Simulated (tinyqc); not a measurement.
Semiconducting tubes compared: carbon nanotube by zone folding.

Circumference C = n a1 + m a2, a = sqrt3 acc; d = a sqrt(n^2 + nm + m^2)/pi; tan(theta) = sqrt3 m/(2n + m); dR = gcd(2n + m, 2m + n); T = t1 a1 + t2 a2 with t1 = (2m + n)/dR, t2 = -(2n + m)/dR, |T| = sqrt3 pi d/dR; N = 2 (n^2 + nm + m^2)/dR hexagons a cell. On cutting line mu = 0 to N - 1 at x = k|T|/(2 pi) the phases are p1 = 2 pi (-t2 mu + m x)/N, p2 = 2 pi (t1 mu - n x)/N, and E = -/+ t |1 + exp(i p1) + exp(i p2)|.

Values chosen for the exercise (out of a larger set: near those used for carbon; not measured data):

| symbol | value | unit | meaning |
|---|---|---|---|
| t | 2.67 | eV | hopping |
| acc | 1.42 | angstrom | bond length |
| tubes | ((16, 5), (12, 8), (15, 4), (8, 7), (10, 8), (14, 6), (14, 7)) |  | pairs (n, m) |

E11 and E22 are twice the two lowest band edges; the cone gives E11 d = 2 t acc and E22/E11 = 2.

Cases:

| (n,m) |
|---|
| (16,5) |
| (12,8) |
| (15,4) |
| (8,7) |
| (10,8) |
| (14,6) |
| (14,7) |

Rank the cases by E11 (eV), lowest first.

Answer: (16,5), (14,7), (14,6), (12,8), (15,4), (10,8), (8,7).

Tubes:

| (n,m) | d (angstrom) | theta (deg) | (n - m) mod 3 | E11 (eV) | E22 (eV) | E11 d/(2 t acc) | E22/E11 |
|---|---|---|---|---|---|---|---|
| (16,5) | 14.87 | 13.2 | 2 | 0.5155 | 0.9910 | 1.011 | 1.922 |
| (12,8) | 13.65 | 23.4 | 1 | 0.5514 | 1.1163 | 0.993 | 2.025 |
| (15,4) | 13.58 | 11.5 | 2 | 0.5657 | 1.0803 | 1.013 | 1.910 |
| (8,7) | 10.18 | 27.8 | 1 | 0.7407 | 1.4786 | 0.994 | 1.996 |
| (10,8) | 12.23 | 26.3 | 2 | 0.6210 | 1.2204 | 1.001 | 1.965 |
| (14,6) | 13.92 | 17.0 | 2 | 0.5500 | 1.0612 | 1.009 | 1.930 |
| (14,7) | 14.50 | 19.1 | 1 | 0.5177 | 1.0586 | 0.990 | 2.045 |

E11 follows 1/d first. For mod 1 the scaled E11 lies below one (0.990 to 0.994) and E22/E11 on both sides of two (1.996 to 2.045). For mod 2 the scaled E11 lies above one (1.001 to 1.013) and E22/E11 below two (1.910 to 1.965). The largest departure of the scaled E11 is that of (15,4); warping acts as cos(3 theta)/d, most for thin tubes near zigzag. Below about 8 angstrom curvature, left out of zone folding, changes the gaps further.

Program tinyqc; command `OMP_NUM_THREADS=1 python tinyqc.py 1480710 1480711 out.jsonl`; about 0.03 s on one thread of a shared Intel(R) Xeon(R) Processor @ 2.30GHz.
